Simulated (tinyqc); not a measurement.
# Which input was changed?

Model: gas flow in a process chamber: flow regimes, conductance, effective pumping speed, pump-down, outgassing and purge. Computed by tinyqc, a small Python program. Command: `OMP_NUM_THREADS=1 python tinyqc.py 3120188 3120189 out.jsonl pump which`. One thread of a shared host (Intel(R) Xeon(R) Processor @ 2.30GHz), about 0.03 s of CPU time with the checks.

Ideal gas, isothermal flow, a pump of constant speed at the end of a round pipe; process gas, volume gas and outgassing are given the same properties. 1 sccm = 101325 Pa x 1e-6 m^3/60 s x T/273.15 K.

Inputs (values chosen for the exercise, modelled on oxygen near room temperature):
```
quantity                     value            unit
molar mass M                    32           g/mol
molecular diameter            0.36              nm
viscosity eta                 20.6   micropascal s
temperature T                  350               K
chamber volume V               130               L
wall area                      2.8             m^2
pipe diameter d                2.5              cm
pipe length l                   20              cm
pump speed S                   5.7             L/s
process gas flow               220            sccm
outgassing rate after 1 h  3.6e-07  Pa m^3/(s m^2)
outgassing exponent n         0.98               -
target base pressure         3e-05              Pa
```

Constants: k_B = 1.380649e-23 J/K; u = 1.6605390666e-27 kg.

Method:
- Mean speed c = sqrt(8 k_B T/(pi m)); aperture conductance C_a = c pi d^2/16; molecular pipe C_m = C_a/(1 + 3 l/(4 d)) (Dushman form); viscous pipe C_v = pi d^4 p_mean/(128 eta l); Knudsen interpolation C = C_v + C_m (1 + x)/(1 + 1.24 x), x = d p_mean sqrt(m/(k_B T))/eta.
- Effective speed 1/S_eff = 1/S + 1/C_m; time constant V/S_eff; pressure at which the free path k_B T/(sqrt2 pi d_m^2 p) equals d.
- Steady flow: the pump inlet is at p_2 = Q/S, and the chamber pressure p_1 solves Q = C((p_1 + p_2)/2) (p_1 - p_2). Residence time = p_1 V/Q.
- Knudsen number = free path at the mean pressure over d.
- From the outgassing limit: t = 1 h x (q_1 A/(S_eff p_target))^(1/n) - 10 s; monolayer time at the target = 1e19 m^-2 x 4 k_B T/(p c) for unit sticking.

Problem. One of these inputs alone was changed, within the range given: molar mass M (16 to 64); chamber volume V (65 to 260); pump speed S (2.85 to 11.4); outgassing rate after 1 h (1.8e-07 to 7.2e-07). Which one, and to what value?

Results:
```
run     chamber pressure p_1 (Pa)  S_eff in molecular flow (L/s)  time to the target (h)
before                   85.85303                       3.401681                10.34732
after                    79.79254                       3.560348                 9.87687
```

Solution.

Each candidate set to reproduce chamber pressure p_1, and what it then gives:
```
candidate                                       range searched  value needed  S_eff in molecular flow (L/s)  time to the target (h)
molar mass M (g/mol)                                  16 to 64  out of reach                              -                       -
chamber volume V (L)                                 65 to 260     no effect                              -                       -
pump speed S (L/s)                                2.85 to 11.4         6.160                         3.5603                  9.8769
outgassing rate after 1 h (Pa m^3/(s m^2))  1.8e-07 to 7.2e-07     no effect                              -                       -
```

Only pump speed S fits every result: it went from 5.7 to 6.16 L/s. No other candidate reaches the first result within its range.
